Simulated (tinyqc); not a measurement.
k.p values derived from sp3s* tight binding at Gamma: one step. Valence parameters L, M, N and the Luttinger values. Three cases, with inputs chosen for the exercise.

Task: Direct terms d0 = -(a/4)^2 pa pc Vxx, dN = -2 (a/4)^2 pa pc Vxy for P-. F = sum P^2/(E(P-) - E(s)) over S+, S-, s*a, s*c. The y state of P- couples to the z state of P+ through Q = (a/4) Vxy (pa p'c - pc p'a), primes for P+, and H1 = Q^2/(E(P-) - E(P+)). L = d0 + F, M = d0 + H1, N = dN + F + H1; g1 = -(L + 2M)/(3c), g2 = -(L - M)/(6c), g3 = -N/(6c).

At Gamma the states are two-level mixtures: s-like S+ (upper) and S- (lower) from [[Esa, Vss], [Vss, Esc]], p-like P- (valence) and P+ from [[Epa, Vxx], [Vxx, Epc]], and the bare s* levels. With real k in 1/angstrom and kz = 0, the phase sums over the four bonds are g0 = 1 - (a k/4)^2/2, g1 = i a kx/4, g3 = -(a/4)^2 kx ky to second order. Each mixture is written (anion, cation) with the anion part positive. c = hbar^2/2m0. No spin-orbit coupling.

Constants: hbar^2/2m0 = 3.80998211 eV angstrom^2.

Give: d0, dN, F, Q, H1 (eV angstrom^2; Q in eV angstrom); L, M, N; g1, g2, g3.

Case 1.

Values chosen (out of a larger set: near a published set for GaAs, fitted to gaps, whose masses and valley positions are rough; not measured data): a = 5.648 angstrom (lattice constant); Vxx = 1.965 eV (px-px); Vxy = 5.057 eV (px-py).

States:
```
state      E (eV)  anion part  cation part
S-     -12.538480   0.8382539    0.5452801
P-      -0.007413   0.8820894   -0.4710821
S+       1.511480   0.5452801   -0.8382539
P+       4.721413   0.4710821    0.8820894
```

Couplings:
```
pair       P (eV angstrom)  E(first) - E(second) (eV)
S+ to P-         -7.684861                   1.518893
S+ to P+         -0.178021                  -3.209934
S- to P-          1.429730                 -12.531066
s*a to P-        -3.209435                   8.562413
s*c to P-         6.013323                   6.760413
```

Result:

d0, dN, F, Q, H1 (eV angstrom^2; Q in eV angstrom): [1.6280, 8.3792, -45.2703, 7.1405, -10.7821]

L, M, N (eV angstrom^2): [-43.642, -9.154, -47.673]

g1, g2, g3: [5.420, 1.509, 2.085]

Along [100] the masses without spin-orbit coupling are c/|L| = 0.087 (one band) and c/|M| = 0.416 (two bands).

Case 2.

Values chosen (out of a larger set: near a published set for SiC, fitted to gaps, whose masses and valley positions are rough; not measured data): a = 4.359 angstrom (lattice constant); Vxx = 3.04 eV (px-px); Vxy = 5.905 eV (px-py).

States:
```
state      E (eV)  anion part  cation part
S-     -19.183657   0.7565419    0.6539452
P-       0.006920   0.8202346   -0.5720273
S+       5.831657   0.6539452   -0.7565419
P+       6.486080   0.5720273    0.8202346
```

Couplings:
```
pair       P (eV angstrom)  E(first) - E(second) (eV)
S+ to P-        -10.096020                   5.824737
S+ to P+          1.199853                  -0.654424
S- to P-          0.911529                 -19.190576
s*a to P-        -5.437628                   9.643080
s*c to P-         3.932943                   9.279080
```

Result:

d0, dN, F, Q, H1 (eV angstrom^2; Q in eV angstrom): [1.6939, 6.5805, -22.1893, 6.4350, -6.3911]

L, M, N (eV angstrom^2): [-20.495, -4.697, -22.000]

g1, g2, g3: [2.615, 0.691, 0.962]

Along [100] the masses without spin-orbit coupling are c/|L| = 0.186 (one band) and c/|M| = 0.811 (two bands).

Case 3.

Values chosen (out of a larger set: near a published set for SiC, fitted to gaps, whose masses and valley positions are rough; not measured data): a = 4.358 angstrom (lattice constant); Vxx = 3.05 eV (px-px); Vxy = 5.953 eV (px-py).

States:
```
state      E (eV)  anion part  cation part
S-     -19.112121   0.7575638    0.6527611
P-      -0.028692   0.8190184   -0.5737673
S+       5.765121   0.6527611   -0.7575638
P+       6.461692   0.5737673    0.8190184
```

Couplings:
```
pair       P (eV angstrom)  E(first) - E(second) (eV)
S+ to P-        -10.146755                   5.793813
S+ to P+          1.200751                  -0.696571
S- to P-          0.846977                 -19.083429
s*a to P-        -5.496050                   9.617692
s*c to P-         3.898548                   9.403692
```

Result:

d0, dN, F, Q, H1 (eV angstrom^2; Q in eV angstrom): [1.7013, 6.6412, -22.4895, 6.4858, -6.4812]

L, M, N (eV angstrom^2): [-20.788, -4.780, -22.329]

g1, g2, g3: [2.655, 0.700, 0.977]

Along [100] the masses without spin-orbit coupling are c/|L| = 0.183 (one band) and c/|M| = 0.797 (two bands).

Computed by tinyqc, one run a case: `OMP_NUM_THREADS=1 python tinyqc.py N N+1 out.jsonl` with N = 1452453, 1452745, 1452834; one thread of a shared Intel(R) Xeon(R) Processor @ 2.30GHz, about 0.01 s a run at most.
